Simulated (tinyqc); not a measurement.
Inside a calculation: bond unit of a tetrahedral oxide and its oxygen vacancy in tight binding. Values are carried at full precision from step to step, so a last printed digit may differ when a step is redone from the rounded ones.

Two sp3 hybrids h1, h2 at eh = (es + 3 ep)/4 point at one oxygen with orbitals s, px, py, pz; x joins the two cations, z bisects the angle phi, and th = (180 - phi)/2. With u = hbar^2/(m d^2) = 2c/d^2, c = hbar^2/2m0: Vhs = -(1.32 + sqrt3 x 1.42) u/2 and Vhp = (1.42 + sqrt3 x 2.22) u/2. <h|s> = Vhs for both; <h1|px> = Vhp cos(th), <h2|px> = -Vhp cos(th); <h|pz> = Vhp sin(th) for both; py is a lone pair. The unit holds 8 electrons. Coupling between units, which widens the levels into bands, is left out.

Constants: hbar^2/2m0 = 3.80998211 eV angstrom^2.

Inputs chosen for the exercise (near tabulated values for SiO2; the results hold for these values, not for the real material): es = -14.87 eV (s level of the cation); ep = -7.49 eV (p level of the cation); eos = -34.27 eV (s level of oxygen); eop = -16.66 eV (p level of oxygen); d = 1.61 angstrom (cation-oxygen distance); phi = 164 degrees (bond angle at oxygen); R = 2.76 angstrom (cation-cation distance across the vacancy).

## Level and couplings

Form eh, u, Vhs, Vhp and th.

eh (hybrid level) = -9.3350 eV
u = 2.9397 eV

Vhs, Vhp (eV): -5.5553  7.7390

th = 8.0 degrees

## The matrix

Fill it in.

H (eV), lower triangle:
```
         h1       h2         s        px        py        pz
h1  -9.3350
h2        0  -9.3350
s   -5.5553  -5.5553  -34.2700
px   7.6636  -7.6636         0  -16.6600
py        0        0         0         0  -16.6600
pz   1.0771   1.0771         0         0         0  -16.6600
```

## Levels, weights and charge

Diagonalise; the four lowest levels are filled. The excess of electrons on oxygen is twice the oxygen weight of the filled levels less 6.

levels (eV): -36.5479  -24.4376  -16.8694  -16.6600  -6.8477  -1.5574

weights:
```
    level 1  level 2  level 3  level 4  level 5  level 6
h1    0.039    0.170    0.009    0.000    0.452    0.330
h2    0.039    0.170    0.009    0.000    0.452    0.330
s     0.922    0.000    0.004    0.000    0.074    0.000
px    0.000    0.660    0.000    0.000    0.000    0.340
py    0.000    0.000    0.000    1.000    0.000    0.000
pz    0.000    0.000    0.978    0.000    0.022    0.000
```

highest filled to lowest empty = 9.8123 eV
excess electrons on oxygen = 1.128

The highest filled level is the py orbital of oxygen (100 %) and the lowest empty one is 90 % cation hybrid, even under exchange of the two cations. The spacing is that of an isolated unit and exceeds the gap of the solid.

## The odd block in closed form

The combination (h1 - h2)/sqrt2 couples to px alone, with W2 = sqrt2 Vhp cos(th); W3 = (eh - eop)/2; levels (eh + eop)/2 -/+ sqrt(W2^2 + W3^2); polarity W3/sqrt(W2^2 + W3^2).

W2, W3 (eV): 10.8380  3.6625

levels of the odd block (eV): -24.4376  -1.5574

polarity = 0.3201

## The neutral oxygen vacancy

Without the oxygen the two hybrids face each other at distance R and couple by -V2, V2 = 3.22 x 2c/R^2, c = hbar^2/2m0: a bond at eh - V2 with two electrons and an antibond at eh + V2. Levels are measured from eop, the lone-pair level that stands for the top of the valence band.

Form V2 and the two levels above eop. R is a chosen distance; in real silica the neutral vacancy relaxes to about 2.5 angstrom.

V2 = 3.2210 eV

levels above eop (eV): bond 4.1040, lone hybrid 7.3250, antibond 10.5460

bond-antibond splitting = 6.4420 eV

The filled bond lies 4.10 eV above the lone pairs, so it can trap a hole; the antibond lies above the lowest empty level of the intact unit (9.81 eV). A lone hybrid, as in a dangling bond, sits at 7.33 eV.

## Checks

- Levels of the odd block against the full matrix: they agree to 1e-10 or better.

Run: tinyqc, `OMP_NUM_THREADS=1 python tinyqc.py 1452227 1452228 out.jsonl`; Intel(R) Xeon(R) Processor @ 2.30GHz, one thread, shared host; about 0.01 s of CPU time with all checks.
